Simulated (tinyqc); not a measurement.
Energy against coordination: Gupta-type many-body potential for a metal. Computed by tinyqc, a small Python program. Command: `OMP_NUM_THREADS=1 python tinyqc.py 3026402 3026403 out.jsonl gupta walk`. One thread of a shared host (Intel(R) Xeon(R) Processor @ 2.30GHz), about 0.01 s of CPU time with the checks.

E_i = sum_j A exp(-p (r_ij/r0 - 1)) - xi rho_i^gamma, with rho_i = sum_j exp(-2 q (r_ij/r0 - 1)); gamma = 1/2 is the tight-binding second-moment form. The crystal is fcc unless stated; d is the neighbour distance and a fixed number of shells is kept.

Inputs (values chosen for the exercise, for a model metal): repulsion A = 0.168 eV; hopping xi = 1.38 eV; decay p = 10.7; decay q = 3.79; reference distance r0 = 2.749 angstrom; embedding exponent gamma = 0.55.

Method. Nearest neighbours only, z equal bonds relaxed to their best length: r/r0 = 1 + ln[A p z^(1 - gamma)/(2 q gamma xi)]/(p - 2 q gamma), E = z A exp(-p (r/r0 - 1)) - xi [z exp(-2 q (r/r0 - 1))]^gamma.

Relaxed bonds:
```
z   r (angstrom)  E per atom (eV)  E/z (eV)
1         2.2593          -1.7700   -1.7700
2         2.3906          -2.1236   -1.0618
3         2.4674          -2.3623   -0.7874
4         2.5219          -2.5478   -0.6369
6         2.5987          -2.8342   -0.4724
8         2.6532          -3.0568   -0.3821
9         2.6755          -3.1528   -0.3503
12        2.7300          -3.4004   -0.2834
```

What follows from these numbers?

Bonds lengthen from 2.259 to 2.730 angstrom between z = 1 and 12, and |E| grows as z^0.263, the exponent gamma (p - 2q)/(p - 2 q gamma) = 0.263; pair bonds would give z^1 at a fixed length.

Extremes, crossings and ranges named in words are read from the listed rows.
